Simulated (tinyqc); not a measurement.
Static screening by free carriers, step by step. Values are carried at full precision from step to step, so a last printed digit may differ when a step is redone from the rounded ones.

kF = (3 pi^2 n/Mv)^(1/3), EF = c kF^2/m with c = hbar^2/2m0, n in 1/angstrom^3 (1e-24 per 1/cm^3), e2 = e^2/(4 pi eps0). Thomas-Fermi: qTF^2 = 6 pi e2 n/(eps EF). Debye: qD^2 = 4 pi e2 n/(eps kB T).

Constants: hbar^2/2m0 = 3.80998211 eV angstrom^2; e^2/(4 pi eps0) = 14.39964547 eV angstrom; kB = 8.617333262e-05 eV/K; a0 (Bohr radius) = 0.5291772105 angstrom.

Inputs chosen for the exercise (a free-electron density near that of Au; not measured data): n = 5.83e+22 1/cm^3 (carrier density); m = 1 m0 (mass of one isotropic valley); Mv = 1 (valleys); eps = 1 (background dielectric constant); T = 300 K; q = 1.13 1/angstrom (wave vector).

## Fermi and screening wave vectors

Also the effective Bohr radius aB = a0 eps/m and rs = (3/(4 pi n))^(1/3)/aB.

kF = 1.1996 1/angstrom
EF at 0 K = 5483 meV
EF/kT = 212
qTF = 1.6989 1/angstrom
qD = 20.201 1/angstrom
aB = 0.5292 angstrom
rs = 3.02

The gas is degenerate, so the Thomas-Fermi value applies. With rs above 1 exchange and correlation, left out here, are not small.

## Lindhard function at one q

Lindhard at zero temperature: eps(q)/eps = 1 + (qTF/q)^2 L(x), x = q/(2 kF), L(x) = 1/2 + ((1 - x^2)/(4x)) ln|(1 + x)/(1 - x)|.

Compare with Thomas-Fermi, 1 + (qTF/q)^2.

x = 0.4710
L(x) = 0.9224
eps(q)/eps, Lindhard = 3.085
eps(q)/eps, Thomas-Fermi = 3.260

The carriers respond with 92 % of their long-wave strength at this q.

## Checks

- L(x) at x = 0.7 against the integral over the Fermi sphere: both 0.81595.

(tinyqc, `OMP_NUM_THREADS=1 python tinyqc.py 1651352 1651353 out.jsonl`, Intel(R) Xeon(R) Processor @ 2.30GHz, 1 thread, shared host, about 0.01 s.)
